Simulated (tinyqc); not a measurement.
Pillar capacitor in an array: capacitance, non-linearity, leakage and relaxation: one step of the calculation.

A film between two metal electrodes, each interface adding a series capacitance ci. The small-signal permittivity is ek (1 + aq E^2); the field is found with the linear permittivity. Leakage J = J0 sinh(E/Ef). After a voltage step the film passes a relaxation current kr C V tt^(-nr), tt being the time in seconds. The sidewall is a coaxial capacitor with radii a = dm/2 and b = dm/2 + t, depth AR dm; the end face is left out.

Problem. Planar capacitance, field and non-linearity. Planar film: Cf = eps0 ek/t, 1/C = 1/Cf + 2/ci, EOT = 3.9 eps0/C, effective permittivity C t/eps0, E = (V/t) C/Cf; quadratic coefficient [C(V)/C - 1]/V^2 with Cf (1 + aq E^2) in C(V).

Parameters, values chosen for the exercise; permittivity of the order of that of silicon nitride: relative permittivity of the film ek = 6.57; film thickness t = 12 nm; capacitance of each electrode interface (dead layer and screening) ci = 220 uF/cm^2; quadratic field coefficient of the permittivity aq = 0.0028 cm^2/MV^2; bias V = 0.6 V; leakage prefactor J0 = 9.8e-11 A/cm^2; field for an e-fold rise of the leakage Ef = 0.31 MV/cm.

Constants: eps0 = 8.8541878128e-14 F/cm where lengths are in cm. Results are converted to the units shown.

Wanted: Cf; C; EOT; effective permittivity; E; quadratic coefficient; J.

Solution.

Cf = 0.48477 uF/cm^2
C = 0.48264 uF/cm^2
EOT = 7.1547 nm
effective permittivity = 6.5412
E = 0.49781 MV/cm
quadratic coefficient = 1919.0 ppm/V^2
J = 2.3428e-10 A/cm^2

The interfaces take 0.439 % of the voltage.

Numbers from tinyqc (`OMP_NUM_THREADS=1 python tinyqc.py 2102067 2102068 out.jsonl`; about 0.01 s on one thread of a shared Intel Xeon 2.30GHz).
